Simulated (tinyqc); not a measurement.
Inside a calculation. Model: bias-temperature instability, empirical power law with universal recovery.

tinyqc, about 0.01 s, one thread, Intel Xeon 2.30GHz (shared host): `OMP_NUM_THREADS=1 python tinyqc.py 2070010 2070011 out.jsonl` Printed values are rounded.

Threshold-voltage shift at the end of a stress: dV = A (V/V0)^g exp[-(Ea q/kB)(1/T - 1/T0)] (t/1 s)^n. After a delay tr the permanent share pp stays and the rest falls by r = 1/(1 + B (tr/t)^be). An empirical model: its parameters are fits, not properties.

Inputs (values chosen for the exercise): reference stress voltage V0 = 1.2 V; reference temperature T0 = 373 K; shift after 1 s at V0 and T0 A = 5.7 mV; time exponent n = 0.2; voltage exponent g = 6.6; apparent activation energy of the shift Ea = 0.17 eV; permanent share pp = 0.13; recovery scale B = 2; recovery dispersion be = 0.24; use voltage V = 0.76 V; use temperature T = 378 K; failure criterion dc = 70 mV; delay before the measurement tr = 0.1 s.

Constants: q = 1.602176634e-19 C, kB = 1.380649e-23 J/K. Results are converted to the units shown.

## Shift and lifetime at use conditions

The lifetime solves dV = dc; ten years are 3.15576e8 s.

voltage factor = 0.04906519
temperature factor = 1.072465
shift after ten years = 15.02630 mV
lifetime = 2.194e4 years
largest voltage for ten years = 0.9595398 V

The device passes: the shift at ten years is below dc. A lifetime beyond 100 years is a far extrapolation of the power law. In time the voltage exponent is g/n = 33.0 and the activation energy Ea/n = 0.850 eV.

## What a delayed measurement sees

t, point 0 to 2 (s): 1  10  100

At V0 and T0, measured shift = dV [pp + (1 - pp) r]; the apparent exponent is the slope of ln(shift) against ln t between the first and last point.

```
point   dV (mV)  share left  measured (mV)
0           5.7   0.5344856       3.046568
1      9.033891   0.6533831       5.902592
2      14.31775   0.7599362       10.88058
```

apparent n = 0.2764206

The delay hides 24.0 % of the last shift and raises the exponent from 0.2 to 0.276, since short stresses recover by a larger share.
